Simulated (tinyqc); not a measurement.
Comparisons within one model: deformation-potential model of the Delta valleys of a conduction band. A value that a table varies takes the place of the one given here.

Valleys with axes along x, y and z, each a pair at +k and -k. Herring-Vogt shift of a valley with unit axis a: dE = Xd tr(e) + Xu a.e.a. Non-degenerate shares n_i = exp(-dE_i/kT)/sum_j exp(-dE_j/kT). Inverse mass tensor of a valley: (1 - a a)/mt + a a/ml; the masses are taken as independent of strain.

s11 = (C11 + C12)/((C11 - C12)(C11 + 2 C12)), s12 = -C12/((C11 - C12)(C11 + 2 C12)), s44 = 1/C44; exx = s11 sxx + s12 (syy + szz) and cyclic, exy = s44 sxy/2; tension is positive. A uniaxial stress X along the unit vector n is s_ij = X n_i n_j.

Constants: kB = 8.617333262e-05 eV/K.

Parameters, chosen for this exercise (near those of Si; not measured data):
```
symbol  value           unit  meaning
ml      0.929           m0    longitudinal mass
mt      0.187           m0    transverse mass
Xd      1.02            eV    dilation potential
Xu      9.05            eV    uniaxial potential
C11     160.9           GPa
C12     64.1            GPa
C44     78.2            GPa
load    uniaxial [110]        kind of stress
T       350             K     temperature
X1      0.4             GPa   size of the stress
X       1.16            GPa   stress
```

## Sweep of a uniaxial [110] stress

m_c = 1/(u.M.u) along [100] with M = sum_i n_i (inverse mass tensor); gain against zero stress at a fixed scattering time.

Results:
```
X (GPa)  spread (meV)  lowest edge (meV)    n x    n y    n z  m_c (m0)  gain (%)
-2.00            93.5              -59.1  0.489  0.489  0.022    0.3068     -16.9
-1.00            46.7              -29.5  0.452  0.452  0.096    0.2927     -12.9
-0.40            18.7              -11.8  0.394  0.394  0.212    0.2729      -6.6
0.00              0.0                0.0  0.333  0.333  0.333    0.2549       0.0
0.40             18.7               -6.9  0.259  0.259  0.482    0.2358       8.1
1.00             46.7              -17.2  0.149  0.149  0.702    0.2123      20.1
2.00             93.5              -34.4  0.041  0.041  0.917    0.1934      31.8
```

Along [100] the gain is -16.9 % at -2.00 GPa and +31.8 % at 2.00 GPa. The slope at zero stress (from +/- 0.001 GPa), +18.7 % per GPa, carried to the ends would give -37 and +37 %; the response falls behind at both ends, as it saturates once the spread passes a few kT (kT = 30.2 meV, spread up to 93 meV).

## Gain for each load and current direction

Each load has the size X1. Gain m_c(0)/m_c - 1 in per cent from repopulation alone, m_c = 1/(u.M.u), M = sum_i n_i (inverse mass tensor); biaxial means sxx = syy.

Gain (%); + is tension, - compression:
```
load                [100]  [010]  [001]  [110]  [1-10]  [111]
uniaxial [110] (+)    8.1    8.1  -16.2    8.1     8.1    0.0
uniaxial [110] (-)   -6.6   -6.6   13.2   -6.6    -6.6    0.0
uniaxial [100] (+)   22.5  -11.3  -11.3    5.6     5.6    0.0
uniaxial [100] (-)  -32.7   16.3   16.3   -8.2    -8.2    0.0
uniaxial [111] (+)    0.0    0.0    0.0    0.0     0.0    0.0
uniaxial [111] (-)    0.0    0.0    0.0    0.0     0.0    0.0
biaxial (001) (+)    16.3   16.3  -32.7   16.3    16.3    0.0
biaxial (001) (-)   -11.3  -11.3   22.5  -11.3   -11.3    0.0
```

The largest gain is +22.5 %, for uniaxial [100] (+) with the current along [100] and biaxial (001) (-) with the current along [001]; for a [110] channel it is +16.3 %, under biaxial (001) (+). No gain or loss appears under uniaxial [111]: the valleys stay equivalent (in real silicon shear also changes the masses, which this model leaves out).

## Temperature and repopulation

The load is fixed; m_c along [100] as 1/(u.M.u).

Results:
```
T (K)  kT (meV)    n x    n y    n z  m_c (m0)
50         4.31  0.000  0.000  1.000    0.1870
77         6.64  0.000  0.000  0.999    0.1870
150       12.93  0.015  0.015  0.971    0.1892
225       19.39  0.054  0.054  0.891    0.1955
300       25.85  0.099  0.099  0.803    0.2030
400       34.47  0.147  0.147  0.707    0.2118
500       43.09  0.181  0.181  0.638    0.2186
```

The largest share falls from 1.000 at 50 K to 0.638 at 500 K (equal shares: 0.333); m_c goes from 0.1870 to 0.2186, against 0.2549 without stress. Only spread/kT enters, so the small-stress response goes as 1/T.

## What each parameter does

Spread of the valley edges, lowest edge, largest share and m_c along [100]. Each row changes one parameter from the base and keeps the others.

Results:
```
case              spread (meV)  lowest edge (meV)  largest share  m_c (m0)
base                     54.23             -19.95         0.7511    0.2076
ml = 0.743 m0            54.23             -19.95         0.7511    0.2062
mt = 0.15 m0             54.23             -19.95         0.7511    0.1675
Xd = 0.816 eV            54.23             -20.77         0.7511    0.2076
Xu = 10.86 eV            65.07             -24.76         0.8122    0.2022
C11 = 128.72 GPa         81.23             -35.93         0.8808    0.1963
C12 = 76.92 GPa          62.50             -26.79         0.7989    0.2033
C44 = 93.84 GPa          54.23             -19.95         0.7511    0.2076
X = 1.392 GPa            65.07             -23.94         0.8122    0.2022
T = 280 K                54.23             -19.95         0.8255    0.2010
```

The largest shifts from the base row, up to three for each result and ties (the steps differ in size, so this ranks the rows, not the parameters). spread (meV): C11 +27.00, X +10.85, Xu +10.85; unchanged at the printed digits by ml, mt, Xd, C44 and T. lowest edge (meV): C11 -15.97, C12 -6.84, Xu -4.81; unchanged at the printed digits by ml, mt, C44 and T. largest share: C11 +0.1297, T +0.0744, X +0.0610, Xu +0.0610; unchanged at the printed digits by ml, mt, Xd and C44. m_c (m0): mt -0.0402, C11 -0.0113, T -0.0066; unchanged at the printed digits by Xd and C44. Xd moves all valleys together, so it shifts the edge and nothing else.

(tinyqc, `OMP_NUM_THREADS=1 python tinyqc.py 1080062 1080063 out.jsonl`, Intel(R) Xeon(R) Processor @ 2.30GHz, 1 thread, shared host, about 0.04 s.)
